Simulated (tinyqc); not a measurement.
Course in time: spin coating of a resist or spin-on film: centrifugal thinning, evaporation and the final thickness (Emslie and Meyerhofer models). Computed by tinyqc, a small Python program. Command: `OMP_NUM_THREADS=1 python tinyqc.py 3111214 3111215 out.jsonl spincoat walk`. One thread of a shared host (Intel(R) Xeon(R) Processor @ 2.30GHz), about 0.09 s of CPU time with the checks.

A Newtonian film stays uniform over the wafer; solvent and solids have the same density and the concentration is uniform through the thickness.

Inputs (values chosen for the exercise, of the order of those of a polymer resist in an ester solvent):

| quantity | value | unit |
|---|---|---|
| solids volume fraction c0 | 0.27 | - |
| kinematic viscosity of the solvent nu_s | 1.6 | mm^2/s |
| viscosity constant k | 1100 | mm^2/s |
| viscosity exponent gamma | 2.5 | - |
| spin speed f | 2500 | rpm |
| evaporation rate at 1000 rpm e0 | 0.053 | micrometre/s |
| starting thickness h0 | 300 | micrometre |
| wafer radius R | 100 | mm |
| shrinkage in the bake | 0.42 | % |

Method:
- omega = 2 pi f/60; nu(c) = nu_s + k c^gamma; evaporation rate e = e0 sqrt(f/1000 rpm).
- Flow constant K = 2 omega^2/(3 nu(c0)); Reynolds number of the air omega R^2/nu_air with nu_air = 15 mm^2/s.
- Meyerhofer estimate: flow rules until (1 - c0) K h^3 = e, then evaporation alone: h_w = (e/((1 - c0) K))^(1/3), dry film c0 h_w.
- Full model for solids s and liquid l per area, h = s + l, c = s/h: ds/dt = -c Q, dl/dt = -(1 - c) Q - e, Q = 2 omega^2 h^3/(3 nu(c)); integrated adaptively (relative tolerance 1e-9) until l = 0.
- Dry film = s at l = 0, before the bake; film after the bake = s x (1 - shrinkage).
- Times are fractions of the time to dry.

omega = 261.799 1/s

evaporation rate e = 0.0838004 micrometre/s

dry film = 1414.87 nm

dry film, estimate = 1288.58 nm

History:

| fraction | t (s) | h (micrometre) | c | nu (mm^2/s) | Q/e | s (nm) |
|---|---|---|---|---|---|---|
| 0.003 | 1.6003e-01 | 53.519 | 0.27005 | 43.29 | 1.9310e+03 | 14453 |
| 0.010 | 5.3344e-01 | 29.643 | 0.27027 | 43.37 | 3.2744e+02 | 8012 |
| 0.030 | 1.6003e+00 | 17.162 | 0.27141 | 43.82 | 6.2898e+01 | 4658 |
| 0.100 | 5.3344e+00 | 9.377 | 0.27871 | 46.71 | 9.6246e+00 | 2613 |
| 0.200 | 1.0669e+01 | 6.566 | 0.29546 | 53.80 | 2.8686e+00 | 1940 |
| 0.350 | 1.8670e+01 | 4.815 | 0.33349 | 72.25 | 8.4234e-01 | 1606 |
| 0.500 | 2.6672e+01 | 3.801 | 0.39037 | 106.34 | 2.8159e-01 | 1484 |
| 0.700 | 3.7341e+01 | 2.779 | 0.51410 | 210.06 | 5.5713e-02 | 1429 |
| 0.900 | 4.8009e+01 | 1.863 | 0.75998 | 555.45 | 6.3515e-03 | 1416 |

What does the comparison show, and why?

Q/e drops below 1 between t = 11 and 19 s, when c has risen from 0.27 to about 0.333; after that row the solids fall by a further 12 %. The full model gives 1.10 times the two-stage estimate.
